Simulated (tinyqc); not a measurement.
Estimate of lattice thermal conductivity from elastic moduli (Slack, Klemens and Cahill formulas): one step, computed by the program tinyqc.

An isotropic solid.

Question. Point defects and grains. High-temperature forms with the classical heat capacity. Klemens: kappa/kappa_0 = arctan(u)/u, u^2 = pi^2 Theta V Gamma kappa_0/(h v_m^2). Grains: 1/kappa_poly = 1/kappa + 1/(C v_m d/3), C = 3 k_B/(n V), the acoustic branches alone.

Inputs (values chosen for the exercise, for a model crystal):
```
quantity,value,unit
volume per atom V,23.7,angstrom^3
atoms per primitive cell n,1,-
temperature T,700,K
disorder parameter Gamma,0.00013,-
grain size d,34,nm
```

Grueneisen parameter: from the Poisson ratio.

kappa of the perfect crystal = 37.23614 W/(m K)

Debye temperature Theta = 363.0627 K

v_m = 3502.847 m/s

Constants: h = 6.62607015e-34 J s; k_B = 1.380649e-23 J/K.

Give: disorder scale u; kappa with point defects; grain-boundary limit; kappa of the polycrystal.

Answer.

disorder scale u = 0.2249

kappa with point defects = 36.63 W/(m K)

grain-boundary limit = 69.38 W/(m K)

kappa of the polycrystal = 23.97 W/(m K)

For small u the loss is about u^2/3 = 0.017. Grains remove a further 35 %.
